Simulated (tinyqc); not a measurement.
# Input admittance of a MOSFET at zero drain bias: distributed channel and distributed gate: input impedance against frequency

Source and drain grounded, strong inversion, w = 2 pi f, Cox = eps0 eox/tox. The channel is an RC line of resistance 1/(mu Cox Vo) per square fed from both ends, so one finger has the intrinsic admittance y = i w Cox L tanh(g)/g per width, g = (1/2) sqrt(i w tau), tau = L^2/(mu Vo). The vertical resistance rv/L is in series with y, the overlaps 2 i w Cov in parallel: y_t = 1/(1/y + rv/L) + 2 i w Cov. The gate strip is a line of Rsh/L per length loaded by y_t, so a finger has Y = y_t Wf tanh(k)/k, k = (Wf/sd) sqrt(y_t Rsh/L); the device has Nf Y.

Low-frequency limits, with c = Cox L and ct = c + 2 Cov: R_strip = Rsh Wf/(3 sd^2 L Nf), R_ch = (c/ct)^2 L/(12 mu Cox Vo Wf Nf), R_vert = (c/ct)^2 rv/(L Wf Nf), C = ct Wf Nf. Z = 1/(Nf Y) = R + 1/(i w C), Q = |Im Z|/R, far-point signal |1/cosh k|.

Inputs (values chosen for the exercise); values of the order met in silicon radio-frequency transistors: relative permittivity of the gate insulator (close to zirconium oxide) eox = 24.7; insulator thickness tox = 8.7 nm; channel length L = 1 um; finger width Wf = 0.66 um; number of fingers Nf = 16; channel mobility mu = 140 cm^2/(V s); gate overdrive Vo = 0.54 V; sheet resistance of the gate Rsh = 3.8 ohm/square; vertical resistivity of the gate stack rv = 0 ohm um^2; number of ends at which a finger is contacted sd = 1; overlap and fringe capacitance on each side Cov = 0.25 fF/um.

Constants: eps0 = 8.8541878128e-14 F/cm where lengths are in cm. Results are converted to the units shown.

The same in every row: low-frequency R (ohm) = 39.97.

Input impedance against frequency:

| f (GHz) | w tau | \|k\| | R (ohm) | C (fF) | Q | signal at the far point |
|---|---|---|---|---|---|---|
| 0.006 | 0.004987 | 0.001265 | 39.97 | 270.7 | 2451 | 1.000 |
| 0.01 | 0.008311 | 0.001633 | 39.97 | 270.7 | 1471 | 1.000 |
| 0.04 | 0.03324 | 0.003266 | 39.97 | 270.7 | 367.7 | 1.000 |
| 0.1 | 0.08311 | 0.005164 | 39.97 | 270.7 | 147.1 | 1.000 |
| 0.3 | 0.2493 | 0.008943 | 39.97 | 270.7 | 49.03 | 1.000 |
| 0.8 | 0.6649 | 0.01459 | 39.97 | 270.6 | 18.40 | 1.000 |
| 2 | 1.662 | 0.02294 | 39.92 | 269.6 | 7.393 | 1.000 |
| 6 | 4.987 | 0.03793 | 39.53 | 261.2 | 2.569 | 0.9997 |
| 20 | 16.62 | 0.05418 | 35.76 | 200.4 | 1.111 | 0.9990 |

R falls from 40.0 to 35.8 ohm and C falls from 271 to 200 fF. Q goes as f^(-1.00) between the first two rows and f^(-0.70) between the last two, where w tau = 16.6 and |k| = 0.0542. The low-frequency limits hold both R and C within 5 % up to f = 6 GHz among the rows.

Numbers from tinyqc (`OMP_NUM_THREADS=1 python tinyqc.py 2262004 2262005 out.jsonl`; about 0.01 s on one thread of a shared Intel Xeon 2.30GHz).
